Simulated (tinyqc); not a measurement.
# Bottom-up copper filling of a trench by curvature-enhanced accelerator coverage, step by step

A worked calculation. Computed by tinyqc, a small Python program that keeps every step. Command: `OMP_NUM_THREADS=1 python tinyqc.py 3013812 3013813 out.jsonl superfill walk`. One thread of a shared host (Intel(R) Xeon(R) Processor @ 2.30GHz), about 0.04 s of CPU time with the checks. Intermediate numbers are printed to about 5 digits and carried at full precision; extremes and crossings named in words are read from the listed rows.

A rectangular trench keeps vertical walls and a flat floor. An accelerator floats on the surface; where area is lost in the corners it is passed on to the floor.

Inputs (values chosen for the exercise, close to those used for damascene copper plating):
```
quantity                                           value     unit
trench width w                                       220       nm
aspect ratio h/w                                     1.2        -
exchange current of the suppressed surface i_0     0.024  mA/cm^2
exchange current of the accelerated surface i_1     0.94  mA/cm^2
transfer coefficient alpha                          0.49        -
overpotential eta                                   0.11        V
starting coverage theta_0                          0.011        -
adsorption rate k_a                                    0      1/s
cupric ion concentration C                          0.47    mol/l
diffusivity D                                    5.8e-06   cm^2/s
boundary layer delta                                  56       um
temperature T                                        298        K
```

Constants: e = 1.602176634e-19 C; N_A = 6.02214076e+23 1/mol; k_B = 8.617333262e-05 eV/K.

## Velocities

Kinetic current i_k = [i_0 (1 - theta) + i_1 theta] exp(alpha eta/(k_B T)), limit i_L = 2 F D C/delta, i = 1/(1/i_k + 1/i_L); velocity v = i Omega/(2F), Omega = 7.11 cm^3/mol, F = e N_A. Depletion inside the trench is ignored.

limiting current i_L = 93.935 mA/cm^2

velocity at theta = 0 = 0.071985 nm/s

velocity at theta_0 = 0.10212 nm/s

velocity at theta = 1 = 2.6121 nm/s

ratio v(1)/v(theta_0) = 25.579

Without acceleration the walls meet when the floor has risen by w/2, so a seam-free fill needs a mean floor-to-wall speed ratio of at least 2 h/w = 2.4.

## First rates

At the start theta_b = theta_s = theta_0 and x = w/2: d theta_b/dt = k_a (1 - theta_0) + 2 theta_0 v/x (theta_b on the floor, theta_s on the walls, x the half width). At this initial relative rate the doubling time without adsorption would be x ln2/(2 v).

rate from adsorption = 0 1/s

rate from area loss = 2.0424e-05 1/s

doubling time = 373.33 s

## Filling

Half width x, floor height y, depth h = aspect ratio x w. dx/dt = -v_s, dy/dt = v_b. d theta_b/dt = k_a (1 - theta_b) + [theta_s v_b + theta_b v_s]/x: the floor takes the accelerator of the wall it covers and keeps its own as it narrows. d theta_s/dt = k_a (1 - theta_s). theta_b is capped at 1. Integrate (tolerance 1e-9) until the walls meet (x = 0.02 w/2) or the floor passes the original mouth y = h. Start: x = w/2, y = 0, theta_b = theta_s = theta_0. Height filled = y/h, opening left = x/(w/2).

Course of the fill (nine evenly spaced times):
```
t (s)   x (nm)  y (nm)  theta_b  theta_s  v_b/v_s
0.0     110.00    0.00  0.01100    0.011    1.000
125.9    97.14   13.35  0.01397    0.011    1.080
251.9    84.28   27.89  0.01800    0.011    1.187
377.8    71.42   44.09  0.02373    0.011    1.341
503.8    58.55   62.72  0.03245    0.011    1.574
629.7    45.69   85.22  0.04700    0.011    1.962
755.7    32.83  114.68  0.07528    0.011    2.714
881.6    19.97  159.71  0.14856    0.011    4.647
1007.6    7.11  264.00  0.57865    0.011   15.559
```

time at the end = 1007.6 s

share of the height filled from the floor = 1

opening left, as a share of w = 0.064633

The floor escapes with 6 % of the opening left: a seam-free fill, and the enriched floor will overshoot into a bump. Caution: real profiles develop slanted corners, and accelerator is consumed; both are left out.

## The window in starting coverage

The formulas are those given above.

Outcome:
```
theta_0  v(1)/v(theta_0)  height filled  opening left  time (s)
0.001             34.955         0.5032       0.02000    1442.6
0.003             32.566         0.7023       0.02000    1344.0
0.010             26.283         1.0000       0.05648    1044.3
0.020             20.611         1.0000       0.12051     763.4
0.050             12.526         1.0000       0.19640     423.9
0.100              7.593         1.0000       0.22090     249.1
0.200              4.270         1.0000       0.14268     154.2
0.400              2.302         0.8177       0.02000      95.0
0.800              1.224         0.4945       0.02000      50.5
```

The fill succeeds for theta_0 from 0.01 to 0.2 among these rows, with the widest margin at 0.1. Too little accelerator takes too long to concentrate. Too much speeds the walls as well and removes the contrast.

Checks made by the program: conservation of accelerator while theta_b is below 1 (relative difference 3e-10).
